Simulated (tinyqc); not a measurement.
Changing the misfit f = (b - a)/a: Frenkel-Kontorova chain: a misfit dislocation (kink) in a monolayer on a periodic substrate. Computed by tinyqc, a small Python program. Command: `OMP_NUM_THREADS=1 python tinyqc.py 3002898 3002899 out.jsonl fkchain sweep`. One thread of a shared host (Intel(R) Xeon(R) Processor @ 2.30GHz), about 0.06 s of CPU time with the checks.

E = sum_j [(k/2)(x_(j+1) - x_j - b)^2 + (W/2)(1 - cos(2 pi x_j/a))], x_j = a (j + u_j). A kink takes u from 0 to 1: the chain is stretched by one period and has one atom fewer than wells.

Inputs (values chosen for the exercise, for a model overlayer):
```
quantity,value,unit
spring constant k,3.87,eV/angstrom^2
substrate period a,3.93,angstrom
corrugation W,2.51,eV
atomic mass M,121,u
```

Constants: nu for 1 eV/(angstrom^2 u) = 15.6333042 THz.

Method. l0 = sqrt(k a^2/(2 W)); kink u(j) = (2/pi) arctan exp(pi j/l0); kink energy at f = 0: E0 = (4/pi) W l0; with misfit E0 - k a^2 f; kinks become favourable at f_c = 2/(pi l0), and a coherent chain with free ends loses stability at f_m = 1/l0. Lowest vibration of the flat chain: nu0 = 15.6333042 THz x sqrt(2 pi^2 W/(a^2 M)).

One run for each value:
```
misfit f = (b - a)/a,kink energy with misfit (eV)
0.010,10.43
0.051,7.98
0.093,5.47
0.130,3.26
0.180,0.27
0.220,-2.12
0.260,-4.51
0.300,-6.90
```

Describe and explain the trends.

Over the rows, kink energy with misfit (eV) falls from 10.4 to -6.90. It is linear in f, with slope -k a^2, and passes zero at f_c = 0.184, beyond which kinks lower the energy; they enter without a barrier only above f_m = (pi/2) f_c.

Caution (all rows): a corrugation above 1 eV is larger than real overlayers usually show; it is chosen to keep the kink narrow.
